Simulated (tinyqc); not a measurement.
Two-mode optical phonons of a ternary alloy from two coupled oscillators: one step, computed by the program tinyqc. Command: `OMP_NUM_THREADS=1 python tinyqc.py 3009431 3009432 out.jsonl twomode walk`. One thread of a shared host (Intel(R) Xeon(R) Processor @ 2.30GHz), about 0.01 s of CPU time with the checks.

An alloy A(x)B(1-x)C has an A-C and a B-C bond oscillator. Each TO frequency moves linearly from the impurity mode (dilute end) to the TO of the pure crystal; each strength is proportional to the number of bonds.

Task: LO modes, coupled by the field. eps(omega) = eps_inf + W_1/(omega_1^2 - omega^2) + W_2/(omega_2^2 - omega^2) = 0 is the eigenproblem of the matrix [[omega_1^2 + W_1/eps_inf, sqrt(W_1 W_2)/eps_inf], [sqrt(W_1 W_2)/eps_inf, omega_2^2 + W_2/eps_inf]] for omega_LO^2. Uncoupled values keep the diagonal alone. eps_s = eps_inf + W_1/omega_1^2 + W_2/omega_2^2.

omega_1 (A-C, TO) = 226.14 1/cm

omega_2 (B-C, TO) = 260.12 1/cm

eps_inf = 11.4

W_1 = 53749.47 1/cm^2

W_2 = 76340.88 1/cm^2

Give: matrix; lower LO mode; upper LO mode; uncoupled values; eps_s.

Result:

matrix (1/cm^2):
```
[[55854, 5619],
 [5619, 74359]]
```

lower LO mode = 233.0 1/cm

upper LO mode = 275.6 1/cm

uncoupled values (1/cm): [236.3, 272.7]

eps_s = 13.58

The field pushes the upper mode up by 2.87 and the lower one down by 3.35 per cm; the lower LO stays between the two TO modes.
